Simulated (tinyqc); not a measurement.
From results back to parameters: armchair graphene nanoribbon in tight binding. Two cases, with inputs chosen for the exercise.

Problem. For an armchair ribbon without edge correction the gap is 2t times the smallest |1 + 2 cos(p pi/(N + 1))|, p = 1 to N. The gap below belongs to a hidden N between 3 and 40.

Find: N; family.

Case 1.

Values chosen (out of a larger set: near those used for graphene; not measured data): t = 2.6 eV (hopping).

gap = 0.48826 eV

Solution.

N = 18

family: 3p

Near c = -1/2 the gap is about 2 pi t/(sqrt3 (N + 1)), which gives N + 1 = 19.3; the exact formula gives 0.00000, 0.48826 and 0.47850 eV for N = 17, 18 and 19.

Case 2.

Values chosen (out of a larger set: near those used for graphene; not measured data): t = 2.55 eV (hopping).

gap = 0.56682 eV

Solution.

N = 15

family: 3p

Near c = -1/2 the gap is about 2 pi t/(sqrt3 (N + 1)), which gives N + 1 = 16.3; the exact formula gives 0.00000, 0.56682 and 0.55347 eV for N = 14, 15 and 16.

Computed by tinyqc, one run a case: `OMP_NUM_THREADS=1 python tinyqc.py N N+1 out.jsonl` with N = 1452672, 1452875; one thread of a shared Intel(R) Xeon(R) Processor @ 2.30GHz, about 0.03 s a run at most.
